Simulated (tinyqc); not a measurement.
Ion implantation: universal nuclear stopping, Lindhard-Scharff electronic stopping and a Gaussian range profile: one step, computed by the program tinyqc.

An ion slows by elastic collisions with screened nuclei and by friction with electrons; channelling is ignored and the target is uniform.

Task: Gaussian profile. C(x) = C_p exp(-(x - R_p)^2/(2 dR_p^2)) with C_p = Q/(sqrt(2 pi) dR_p), 1 nm = 1e-7 cm; the profile falls to the background at x_j = R_p + dR_p sqrt(2 ln(C_p/C_B)); the peak atomic fraction is C_p/N.

Inputs (values chosen for the exercise, modelled on germanium ions in aluminium): target density N = 60.2 1/nm^3; dose Q = 2.8e+13 1/cm^2; background C_B = 4.1e+15 1/cm^3.

straggle dR_p = 15.95172 nm

projected range R_p = 54.07509 nm

Give: peak concentration C_p; depth x_j where C falls to C_B; peak atomic fraction.

Result:

peak concentration C_p = 7.003e+18 1/cm^3

Depth x_j where C falls to C_B = 115.6 nm

peak atomic fraction = 1.163e-04
